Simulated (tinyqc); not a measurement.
Gain against electron density: polytypes and stacking faults of a tetrahedral semiconductor in an axial Ising model with couplings up to third neighbours. Computed by tinyqc, a small Python program. Command: `OMP_NUM_THREADS=1 python tinyqc.py 3007519 3007520 out.jsonl polytype walk`. One thread of a shared host (Intel(R) Xeon(R) Processor @ 2.30GHz), about 0.01 s of CPU time with the checks.

Each double layer has s = +1 or -1 for the sense of its stacking step; E per pair of atoms = E0 - sum_n J_n <s_i s_(i+n)>, n = 1, 2, 3. Hexagonality h = (1 - <s_i s_(i+1)>)/2.

Inputs (values chosen for the exercise, of the order of those of GaN for J, a, G and the gaps):
```
quantity                                   value      unit
J1                                         -5.93  meV/pair
J2                                        -0.361  meV/pair
J3                                         0.087  meV/pair
basal lattice constant a                    3.19  angstrom
binding energy of the fault level E_b       0.12        eV
in-plane mass m                             0.44        m0
effective density of states N_c at 300 K   2e+19    1/cm^3
temperature T                                950         K
```

Host polytype: 2H.

Constants: 1 eV/angstrom^2 = 16.02176634 J/m^2; m_0 = 9.1093837015e-31 kg; hbar = 1.054571817e-34 J s; k_B = 1.380649e-23 J/K; k_B = 8.617333262e-05 eV/K.

Method. Faults in 2H: the sequences I1 (+), I2 (++), E (+++) are put between perfect repeats; k_n = (layers x C_n of the host) - sum_i s_i s_(i+n). gamma = sum k_n J_n/A, A = (sqrt 3/2) a^2; 1 meV/angstrom^2 = 16.02177 mJ/m^2. The fault binds electrons in a two-dimensional band E_b below the conduction edge, g2 = m m0/(pi hbar^2) for one valley. With the Fermi level held by the bulk, eta = ln[n/N_c(T)], N_c(T) = N_c (T/300)^1.5, the grand potential falls by g2 (k_B T)^2 F1(x), x = eta + E_b/(k_B T), F1(x) = integral from 0 to infinity of ln(1 + exp(x - t)) dt; sheet density g2 k_B T ln(1 + e^x). Band bending by the trapped charge is left out, so the gain is an upper bound.

fault coefficients k_n:
```
    J1  J2  J3
I1  -2   4  -6
I2  -4   4  -4
E   -6   4  -6
```

energy of the glide fault, I2 = 39.8655 mJ/m^2

At T:
```
n (1/cm^3)        x  sheet density (1/cm^2)  gain (mJ/m^2)  gain/gamma  gain/gamma at T + 200 K
1.00e+14    -12.469              5.7825e+07     7.5844e-06  1.9025e-07               1.6222e-07
1.00e+15    -10.167              5.7824e+08     7.5844e-05  1.9025e-06               1.6222e-06
1.00e+16     -7.864              5.7814e+09     7.5837e-04  1.9023e-05               1.6221e-05
1.00e+17     -5.562              5.7714e+10     7.5772e-03  1.9007e-04               1.6213e-04
1.00e+18     -3.259              5.6742e+11     7.5128e-02  1.8845e-03               1.6132e-03
5.00e+18     -1.649              2.6446e+12     3.6241e-01  9.0908e-03               7.8948e-03
2.00e+19     -0.263              8.5795e+12     1.2958e+00  3.2505e-02               2.9396e-02
```

What follows from these numbers?

For x well below 0 the gain is k_B T times the sheet density and linear in n; for x well above 0 the well fills and the gain grows only about as x^2. It stays below the fault energy in all rows; 200 K more changes it by a factor 0.85 at 1e16.
